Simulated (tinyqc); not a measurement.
Type-II superlattice in the two-band Kane model: one step. Edges and effective gap. Three cases, with inputs chosen for the exercise.

Task: C1 is the first miniband above EvB: bottom at tr/2 = +1, top at -1. The gap is its bottom less HH1; cut-off wavelength hc/gap.

Motion along the axis, period d = a + b, c = hbar^2/2m0. Conduction and light-hole bands couple: (E - Ec)(E - Ev) = Ep c k^2 in each layer, with mass m(E) = (E - Ev)/Ep, which may be negative. The conduction envelope psi and psi'/m(E) are continuous; a layer carries them by [[cos kt, (m/k) sin kt], [-(k/m) sin kt, cos kt]] (cosh and sinh for k^2 < 0), and cos(q d) = tr(M_B M_A)/2. C1 is the first miniband above EvB, with its bottom at tr/2 = +1 and its top at -1; the gap is the bottom of C1 less the top heavy-hole level HH1.

Heavy holes are uncoupled: with e = EvB - E, p = sqrt(mhB e/c), w = sqrt(mhA (EvB - EvA - e)/c), the top level HH1 at q = 0 solves (p/mhB) tan(p b/2) = (w/mhA) tanh(w a/2).

Constants: hbar^2/2m0 = 3.80998211 eV angstrom^2; hc = 1239.841984 eV nm.

Give: bottom of C1; top of C1; HH1; gap; cut-off.

Case 1.

Values chosen (near those of an InAs/GaSb superlattice; the results hold for these values, not for the real material): a = 36 angstrom (layer A); b = 29 angstrom (layer B); EcA = 0 eV (conduction edge of A); EvA = -0.418 eV (valence edge of A); EcB = 0.929 eV (conduction edge of B); EvB = 0.101 eV (valence edge of B); EpA = 14.4 eV (coupling energy in A); EpB = 18.1 eV (coupling energy in B); mhA = 0.33 m0 (heavy hole in A); mhB = 0.28 m0 (heavy hole in B).

Result:

bottom of C1 = 0.2772 eV
top of C1 = 0.3738 eV
HH1 = 0.0185 eV
gap = 0.2587 eV
cut-off = 4.79 micrometre

The bulk edges overlap by 101 meV; confinement lifts the electrons by 277 meV and lowers the holes by 83 meV, which opens the gap. It is 0.62 of the smaller bulk gap.

Case 2.

Values chosen (near those of an InAs/GaSb superlattice; the results hold for these values, not for the real material): a = 37 angstrom (layer A); b = 25 angstrom (layer B); EcA = 0 eV (conduction edge of A); EvA = -0.414 eV (valence edge of A); EcB = 0.935 eV (conduction edge of B); EvB = 0.112 eV (valence edge of B); EpA = 14.1 eV (coupling energy in A); EpB = 17.8 eV (coupling energy in B); mhA = 0.34 m0 (heavy hole in A); mhB = 0.28 m0 (heavy hole in B).

Result:

bottom of C1 = 0.2572 eV
top of C1 = 0.3697 eV
HH1 = 0.0110 eV
gap = 0.2462 eV
cut-off = 5.04 micrometre

The bulk edges overlap by 112 meV; confinement lifts the electrons by 257 meV and lowers the holes by 101 meV, which opens the gap. It is 0.59 of the smaller bulk gap.

Case 3.

Values chosen (near those of an InAs/GaSb superlattice; the results hold for these values, not for the real material): a = 33 angstrom (layer A); b = 31 angstrom (layer B); EcA = 0 eV (conduction edge of A); EvA = -0.415 eV (valence edge of A); EcB = 0.985 eV (conduction edge of B); EvB = 0.161 eV (valence edge of B); EpA = 14.1 eV (coupling energy in A); EpB = 18.1 eV (coupling energy in B); mhA = 0.33 m0 (heavy hole in A); mhB = 0.27 m0 (heavy hole in B).

Result:

bottom of C1 = 0.3187 eV
top of C1 = 0.4151 eV
HH1 = 0.0825 eV
gap = 0.2362 eV
cut-off = 5.25 micrometre

The bulk edges overlap by 161 meV; confinement lifts the electrons by 319 meV and lowers the holes by 79 meV, which opens the gap. It is 0.57 of the smaller bulk gap.

Computed by tinyqc, one run a case: `OMP_NUM_THREADS=1 python tinyqc.py N N+1 out.jsonl` with N = 1250911, 1251210, 1251392; one thread of a shared Intel(R) Xeon(R) Processor @ 2.30GHz, about 1 s a run at most.
